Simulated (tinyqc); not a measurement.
Interstitial-substitutional diffusion of a fast metal impurity in a wafer (kick-out and dissociative mechanisms): one step, computed by the program tinyqc. Command: `OMP_NUM_THREADS=1 python tinyqc.py 3013343 3013344 out.jsonl kickout walk`. One thread of a shared host (Intel(R) Xeon(R) Processor @ 2.30GHz), about 0.3 s of CPU time with the checks.

The metal moves as an interstitial A_i and dissolves on lattice sites either by kicking out a self-interstitial (A_i = A_s + I) or by filling a vacancy (A_i + V = A_s). With A_i at its solubility, local equilibrium and c = C_s/C_s*, self-interstitials and vacancies obey C_I/C_I* = 1/c and C_V/C_V* = c.

Question. Closed forms. Pure kick-out: the centre rises as c_m = (2/d) sqrt(pi D_K t) while c_m is small. Pure dissociative or sink-rich cases give erfc profiles with depth 2 sqrt(D_F t) or 2 sqrt(D_A t). The short time that the interstitial metal needs to fill the wafer is neglected.

Inputs (values chosen for the exercise, loosely like those of gold in silicon): temperature T = 950 C; wafer thickness d = 300 um; time t = 80000 s.

D_K = 1.152459e-10 cm^2/s

D_F = 6.839248e-11 cm^2/s

D_A = 3.021671e-07 cm^2/s

Give: centre value c_m, closed form; depth 2 sqrt(D_F t); depth 2 sqrt(D_A t).

Answer.

centre value c_m, closed form = 0.3588

depth 2 sqrt(D_F t) = 46.78 um

depth 2 sqrt(D_A t) = 3110 um

Caution: the depth 2 sqrt(D_A t) exceeds half the wafer, so in a sink-rich wafer the profiles from the two faces overlap and a single erfc no longer holds.
